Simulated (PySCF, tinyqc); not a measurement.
Worked calculation: RHF in the sto-6g basis, for H4, spin multiplicity 1. The lowest restricted solution is unstable here: a spin-polarised one lies 0.1468 hartree lower (PySCF). Computed by tinyqc, a small Python program that keeps every step (integrals from PySCF). Settings: charge = 0, multiplicity = 1, basis = sto-6g, energy threshold = 1e-09, iteration cap = 79, orthogonalisation = canonical, start = random, DIIS depth = 8, DIIS from iteration = 2, shift = 0.5, method = RHF. Command: `OMP_NUM_THREADS=1 python tinyqc.py 30448 30449 out.jsonl` (the two numbers bound the seeds that draw the settings). One thread of a shared host (Intel(R) Xeon(R) Processor @ 2.60GHz), about 0.09 s of CPU time with the checks. Later iterations appear only in the table of the cycle.

## One-electron integrals

Geometry (angstrom):
```
atom         x         y         z
H     0.000000  0.000000  0.000000
H     0.000000  0.000000  1.599000
H     0.000000  2.308000  0.000000
H     0.000000  2.308000  1.599000
```

Basis sto-6g: exponents (1/bohr^2) and contraction coefficients of normalised primitives:
```
element  l (shell)   exponent  coefficient
H            s (1)  35.523221     0.009164
H            s (1)   6.513144     0.049361
H            s (1)   1.822143     0.168538
H            s (1)   0.625955     0.370563
H            s (1)   0.243077     0.416492
H            s (1)   0.100112     0.130334
```

Overlap, kinetic and nuclear-attraction integrals over the contracted functions; the nuclear repulsion is the sum of Za Zb / Rab.

nuclear repulsion = 1.49737981 hartree

overlap S, order 1H 1s, 2H 1s, 3H 1s, 4H 1s:
```
[[1.000000, 0.222391, 0.072368, 0.030576],
 [0.222391, 1.000000, 0.030576, 0.072368],
 [0.072368, 0.030576, 1.000000, 0.222391],
 [0.030576, 0.072368, 0.222391, 1.000000]]
```

kinetic energy T (hartree), order 1H 1s, 2H 1s, 3H 1s, 4H 1s:
```
[[0.768522, 0.001261, -0.011547, -0.007261],
 [0.001261, 0.768522, -0.007261, -0.011547],
 [-0.011547, -0.007261, 0.768522, 0.001261],
 [-0.007261, -0.011547, 0.001261, 0.768522]]
```

nuclear attraction V (hartree), order 1H 1s, 2H 1s, 3H 1s, 4H 1s:
```
[[-1.987345, -0.373397, -0.109768, -0.047278],
 [-0.373397, -1.987345, -0.047278, -0.109768],
 [-0.109768, -0.047278, -1.987345, -0.373397],
 [-0.047278, -0.109768, -0.373397, -1.987345]]
```

core Hamiltonian H = T + V (hartree), order 1H 1s, 2H 1s, 3H 1s, 4H 1s:
```
[[-1.218823, -0.372136, -0.121316, -0.054539],
 [-0.372136, -1.218823, -0.054539, -0.121316],
 [-0.121316, -0.054539, -1.218823, -0.372136],
 [-0.054539, -0.121316, -0.372136, -1.218823]]
```

## Two-electron integrals

Functions are numbered as in S; the eight-fold symmetry (ij|kl) = (ji|kl) = (kl|ij) leaves the list below.

Two-electron integrals (ij|kl) in chemists' order, unique and non-zero (hartree):
```
(11|11) 0.774999   (21|11) 0.115708   (21|21) 0.027413   (22|11) 0.326255
(22|21) 0.115708   (22|22) 0.774999   (31|11) 0.031047   (31|21) 0.005648
(31|22) 0.019144   (31|31) 0.002500   (32|11) 0.010229   (32|21) 0.002568
(32|22) 0.011641   (32|31) 0.000880   (32|32) 0.000407   (33|11) 0.229018
(33|21) 0.047768   (33|22) 0.188435   (33|31) 0.031047   (33|32) 0.011641
(33|33) 0.774999   (41|11) 0.011641   (41|21) 0.002568   (41|22) 0.010229
(41|31) 0.000880   (41|32) 0.000395   (41|33) 0.010229   (41|41) 0.000407
(42|11) 0.019144   (42|21) 0.005648   (42|22) 0.031047   (42|31) 0.001535
(42|32) 0.000880   (42|33) 0.019144   (42|41) 0.000880   (42|42) 0.002500
(43|11) 0.047768   (43|21) 0.011052   (43|22) 0.047768   (43|31) 0.005648
(43|32) 0.002568   (43|33) 0.115708   (43|41) 0.002568   (43|42) 0.005648
(43|43) 0.027413   (44|11) 0.188435   (44|21) 0.047768   (44|22) 0.229018
(44|31) 0.019144   (44|32) 0.010229   (44|33) 0.326255   (44|41) 0.011641
(44|42) 0.031047   (44|43) 0.115708   (44|44) 0.774999
```

## Orthogonalisation

S = U s U^T; canonical form X = U s^(-1/2), so that X^T S X = 1. Each column of U has its largest component positive (the first on a tie).

eigenvalues of S: [0.735817, 0.819402, 1.119446, 1.325335]

X, order 1H 1s, 2H 1s, 3H 1s, 4H 1s:
```
[[0.582888, 0.552359, 0.472572, 0.434317],
 [-0.582888, -0.552359, 0.472572, 0.434317],
 [-0.582888, 0.552359, -0.472572, 0.434317],
 [0.582888, -0.552359, -0.472572, 0.434317]]
```

## Starting guess

The start is random orthonormal orbitals; D = 2 C_occ C_occ^T.

D at the start, order 1H 1s, 2H 1s, 3H 1s, 4H 1s:
```
[[0.796237, -0.485461, 0.288878, 0.835039],
 [-0.485461, 1.482497, 0.816286, -0.767661],
 [0.288878, 0.816286, 0.934871, 0.086708],
 [0.835039, -0.767661, 0.086708, 0.932069]]
```

## Iteration 1: building the Fock matrix

J_ij = sum D_kl (ij|kl), K_ij = sum D_kl (ik|jl); F = H + J - 0.5 K; E = tr D H + tr D J / 2 - 0.25 tr D K + E_nn.

Coulomb J (hartree), order 1H 1s, 2H 1s, 3H 1s, 4H 1s:
```
[[1.411120, 0.331219, 0.097462, 0.043281],
 [0.331219, 1.693755, 0.044253, 0.103558],
 [0.097462, 0.044253, 1.488644, 0.321965],
 [0.043281, 0.103558, 0.321965, 1.490138]]
```

exchange K (hartree), order 1H 1s, 2H 1s, 3H 1s, 4H 1s:
```
[[0.590906, 0.122038, 0.192042, 0.169788],
 [0.122038, 1.043534, 0.170613, -0.021007],
 [0.192042, 0.170613, 0.814312, 0.276007],
 [0.169788, -0.021007, 0.276007, 0.753699]]
```

Fock matrix F (hartree), order 1H 1s, 2H 1s, 3H 1s, 4H 1s:
```
[[-0.103156, -0.101935, -0.119874, -0.096152],
 [-0.101935, -0.046835, -0.095592, -0.007254],
 [-0.119874, -0.095592, -0.137335, -0.188174],
 [-0.096152, -0.007254, -0.188174, -0.105535]]
```

total energy of this density = -1.25600309 hartree

## Iteration 1: diagonalisation and new density

A level shift of 0.5 hartree raises the virtual space: F + shift (S - S D(s) S), with D(s) the density of one spin (D/2). Diagonalise F' = X^T F X, C = X C', fill 2 alpha and 2 beta electrons from the bottom; D = 2 C_occ C_occ^T. Each column has its largest component positive (the first on a tie).

F' = X^T F X (hartree):
```
[[0.096498, -0.101148, 0.196401, 0.033723],
 [-0.101148, 0.561615, 0.037384, -0.168288],
 [0.196401, 0.037384, 0.354930, 0.110230],
 [0.033723, -0.168288, 0.110230, -0.275444]]
```

orbital energies (hartree): [-0.328555, -0.020467, 0.467646, 0.618975]

coefficients C, order 1H 1s, 2H 1s, 3H 1s, 4H 1s:
```
[[0.471763, -0.316935, 0.826702, -0.224435],
 [0.192593, 0.857795, 0.080231, 0.526758],
 [0.580221, 0.304748, -0.471025, -0.636729],
 [0.427069, -0.572068, -0.276845, 0.685946]]
```

D after iteration 1, order 1H 1s, 2H 1s, 3H 1s, 4H 1s:
```
[[0.646017, -0.362013, 0.354284, 0.765567],
 [-0.362013, 1.545808, 0.746314, -0.816934],
 [0.354284, 0.746314, 0.859055, 0.146916],
 [0.765567, -0.816934, 0.146916, 1.019299]]
```

## Iteration 2: building the Fock matrix

As before.

Coulomb J (hartree), order 1H 1s, 2H 1s, 3H 1s, 4H 1s:
```
[[1.347874, 0.329274, 0.095331, 0.043279],
 [0.329274, 1.730216, 0.044323, 0.105688],
 [0.095331, 0.044323, 1.460724, 0.324630],
 [0.043279, 0.105688, 0.324630, 1.541321]]
```

exchange K (hartree), order 1H 1s, 2H 1s, 3H 1s, 4H 1s:
```
[[0.506141, 0.152996, 0.196122, 0.159757],
 [0.152996, 1.112206, 0.160796, -0.031440],
 [0.196122, 0.160796, 0.773141, 0.296011],
 [0.159757, -0.031440, 0.296011, 0.828340]]
```

Fock matrix F (hartree), order 1H 1s, 2H 1s, 3H 1s, 4H 1s:
```
[[-0.124019, -0.119360, -0.124045, -0.091138],
 [-0.119360, -0.044710, -0.090613, 0.000092],
 [-0.124045, -0.090613, -0.144669, -0.195512],
 [-0.091138, 0.000092, -0.195512, -0.091672]]
```

total energy of this density = -1.27972869 hartree

## Iteration 2: diagonalisation and new density

As before.

F' = X^T F X (hartree):
```
[[0.148482, -0.091877, 0.224946, 0.036342],
 [-0.091877, 0.575583, 0.039979, -0.174826],
 [0.224946, 0.039979, 0.297590, 0.098760],
 [0.036342, -0.174826, 0.098760, -0.285865]]
```

orbital energies (hartree): [-0.338154, -0.020572, 0.462331, 0.632185]

coefficients C, order 1H 1s, 2H 1s, 3H 1s, 4H 1s:
```
[[0.470298, -0.212085, 0.857286, -0.236041],
 [0.196899, 0.866175, -0.023068, 0.516967],
 [0.583476, 0.229121, -0.517566, -0.629285],
 [0.421925, -0.597408, -0.187183, 0.697754]]
```

D after iteration 2, order 1H 1s, 2H 1s, 3H 1s, 4H 1s:
```
[[0.532320, -0.182204, 0.451629, 0.650264],
 [-0.182204, 1.578057, 0.626690, -0.868768],
 [0.451629, 0.626690, 0.785882, 0.218608],
 [0.650264, -0.868768, 0.218608, 1.069835]]
```

## Convergence

Stop when the energy changes by less than 1e-09 hartree and every element of the error matrix X^T (F D S - S D F) X is below 9e-06.

Course of the cycle:
```
iteration  E (hartree)     change  largest element of the error matrix
1          -1.25600309          -                             9.69e-02
2          -1.27972869  -2.37e-02                             1.21e-01
3          -1.32026973  -4.05e-02                             1.76e-01
4          -1.32825372  -7.98e-03                             1.85e-01
5          -1.33175463  -3.50e-03                             1.89e-01
6          -1.33450877  -2.75e-03                             1.93e-01
7          -1.33466300  -1.54e-04                             1.93e-01
8          -1.35341511  -1.88e-02                             2.12e-01
9          -1.33613831   1.73e-02                             1.91e-01
10         -1.31781812   1.83e-02                             1.65e-01
11         -1.30739375   1.04e-02                             1.48e-01
12         -1.31110052  -3.71e-03                             1.53e-01
13         -1.31548242  -4.38e-03                             1.59e-01
14         -1.32382015  -8.34e-03                             1.72e-01
...                ...        ...                                  ...
66         -1.40473162   6.65e-02                             2.62e-01
67         -1.68066121  -2.76e-01                             2.55e-01
68         -1.68081058  -1.49e-04                             2.47e-01
69         -1.66869971   1.21e-02                             2.54e-01
70         -1.70728182  -3.86e-02                             2.08e-01
71         -1.74310832  -3.58e-02                             1.39e-01
72         -1.76404031  -2.09e-02                             6.98e-02
73         -1.76913729  -5.10e-03                             3.43e-02
74         -1.77035561  -1.22e-03                             1.68e-02
75         -1.77064234  -2.87e-04                             8.26e-03
76         -1.77071011  -6.78e-05                             4.05e-03
77         -1.77072609  -1.60e-05                             1.99e-03
78         -1.77072987  -3.78e-06                             9.73e-04
79         -1.77073078  -9.07e-07                             4.77e-04
```

PySCF RHF in the same basis = -1.77073106 hartree

Not converged within the cap of 79 iterations: the residual falls in a zigzag, on average by a factor of about 0.60 a step. Reruns (cap 100 unless said): DIIS 8: converged in 31; damping 0.5: converged in 73; level shift 0.5: converged in 35; atomic densities as start, DIIS 8: converged in 3; the original settings with a cap of 400: converged in 85.
